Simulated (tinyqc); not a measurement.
Two-band massive Dirac model of the K valleys: one step. The curvature from a plaquette. Two cases, with inputs chosen for the exercise.

Question. Corners counter-clockwise around k, from (-h/2, -h/2); upper eigenvector u with its first component real and positive; Omega = -(sum of arg <u_j|u_(j+1)>)/h^2.

Basis (conduction, valence): H = [[D/2, a t (tau kx - i ky)], [a t (tau kx + i ky), -D/2 + lam tau sz]], valley tau = +/-1, spin sz = +/-1. The gap of a spin and valley is G = D - lam tau sz. Berry curvature Omega = curl of i<u|grad u>; for the conduction band Omega_c = -tau 2 a^2 t^2 G/(G^2 + 4 a^2 t^2 k^2)^(3/2), and Omega_v = -Omega_c.

Give: Corners; Omega_c from the plaquette.

Case 1.

Values chosen (near those used for monolayer WS2; shifted at random, so the results belong to these values and not to a real crystal): a = 3.207 angstrom (lattice constant); D = 1.87 eV (gap parameter); t = 1.45 eV (effective hopping); lam = 0.244 eV (half the valence spin splitting); tau = 1 (valley); sz = 1 (spin); k = (-0.106, 0.05) 1/angstrom (wave vector from the valley); h = 0.02 1/angstrom (side of the plaquette).

Answer.

Corners:
```
j       kx      ky      u_c                u_v  arg <u_j|u_j+1> (rad)
1  -0.1160  0.0400  0.95355  -0.28477+0.09820i              -0.005011
2  -0.0960  0.0400  0.96422  -0.24471+0.10196i              -0.012265
3  -0.0960  0.0600  0.95901  -0.24030+0.15019i               0.007258
4  -0.1160  0.0600  0.94899  -0.28007+0.14486i               0.013765
```

Omega_c from the plaquette = -9.370 angstrom^2

The formula at the centre gives -9.375; the plaquette averages over its area.

Case 2.

Values chosen (near those used for monolayer WS2; shifted at random, so the results belong to these values and not to a real crystal): a = 3.205 angstrom (lattice constant); D = 1.79 eV (gap parameter); t = 1.45 eV (effective hopping); lam = 0.228 eV (half the valence spin splitting); tau = -1 (valley); sz = 1 (spin); k = (-0.021, 0.079) 1/angstrom (wave vector from the valley); h = 0.04 1/angstrom (side of the plaquette).

Answer.

Corners:
```
j       kx      ky      u_c               u_v  arg <u_j|u_j+1> (rad)
1  -0.0410  0.0590  0.98726  0.09080+0.13066i               0.011763
2  -0.0010  0.0590  0.99121  0.00224+0.13228i               0.000193
3  -0.0010  0.0990  0.97721  0.00214+0.21228i              -0.018069
4  -0.0410  0.0990  0.97384  0.08694+0.20994i              -0.007726
```

Omega_c from the plaquette = 8.650 angstrom^2

The formula at the centre gives 8.694; the plaquette averages over its area.

Computed by tinyqc, one run a case: `OMP_NUM_THREADS=1 python tinyqc.py N N+1 out.jsonl` with N = 1482107, 1482162; one thread of a shared Intel(R) Xeon(R) Processor @ 2.30GHz, about 0.01 s a run at most.
